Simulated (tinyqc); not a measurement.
Coverage along the feature as the dose grows: atomic layer deposition: Langmuir saturation, growth per cycle and coating of deep features. Computed by tinyqc, a small Python program. Command: `OMP_NUM_THREADS=1 python tinyqc.py 3027805 3027806 out.jsonl ald walk`. One thread of a shared host (Intel(R) Xeon(R) Processor @ 2.30GHz), about 0.02 s of CPU time with the checks.

Precursor A sticks only on free sites, so a long enough pulse saturates; co-reactant B then frees the sites again.

Inputs (values chosen for the exercise, modelled on silicon dioxide from an aminosilane and ozone):
```
quantity                                  value    unit
precursor mass M                            174       u
site density q                              2.7  1/nm^2
sticking probability beta on free sites   0.067       -
precursor pressure p                         15      Pa
temperature T                               275       C
pulse time t                             0.0015       s
desorption energy E_d                      1.61      eV
aspect ratio a                              8.8       -
```

Feature: round hole.

Constants: u = 1.6605390666e-27 kg; k_B = 1.380649e-23 J/K; k_B = 8.617333262e-05 eV/K.

Method:
- Wall flux F = p/sqrt(2 pi M k_B T); rate of filling k_a = beta F/q; desorption k_d = 1e13 exp(-E_d/(k_B T)) per second. 1/m^2 = 1e-18/nm^2.
- Temperatures in kelvin are T(C) + 273.15.
- Diffusion-limited filling (Gordon) of a round hole of diameter w: a saturation front at depth z needs dz/dt = D_K n/(z (4q/w)), with Knudsen D_K = w c/3 and F = n c/4; including the entrance and floor terms, t = (q/F)(1 + 19a/4 + 3a^2/2). Reaction-limited filling needs ln(100)/k_a at any depth, k_a = beta F/q. Flow is molecular. The front picture holds when the modulus a sqrt(beta) is well above 1.
- Depth reached by the given pulse: solve the same formula for a. Exposure = p x diffusion-limited time; 1 langmuir = 1.33322e-4 Pa s.
- Continuum model with steady gas transport: d2n/dz2 = 3 beta (1 - th) n/d_h^2 (d_h the hydraulic diameter, n = 1 at the mouth, no flux at the floor, 60 cells), d th/dt = beta F n (1 - th)/q; no desorption. Times are multiples of the larger of the Gordon time and ln(100)/k_a.

diffusion-limited time = 0.00335383 s

time to 99 % without desorption, ln(100)/k_a = 0.00145019 s

flux F = 127971 1/(nm^2 s)

modulus = 2.27782

Coverage:
```
multiple      t (s)  top cell  quarter depth  half depth  three quarters  floor cell
0.05      0.0001677     0.403          0.190       0.078           0.034       0.022
0.10      0.0003354     0.645          0.357       0.161           0.072       0.048
0.20      0.0006708     0.875          0.620       0.333           0.163       0.113
0.40      0.0013415     0.985          0.892       0.649           0.394       0.295
0.60      0.0020123     0.998          0.975       0.860           0.651       0.541
0.80      0.0026831     1.000          0.995       0.960           0.863       0.797
1.00      0.0033538     1.000          0.999       0.993           0.970       0.953
1.30      0.0043600     1.000          1.000       1.000           0.999       0.998
```

What does the comparison show, and why?

At a multiple of 0.2 the coverage is 0.88 at the top and 0.11 at the floor. The coverage falls gradually with depth, without a sharp front. In the last row the floor reaches 0.998. Caution: the modulus is not well above 1 or the Gordon time is under three times ln(100)/k_a, so there is no sharp front: the Gordon time is only a lower bound and the reaction time must be met as well.
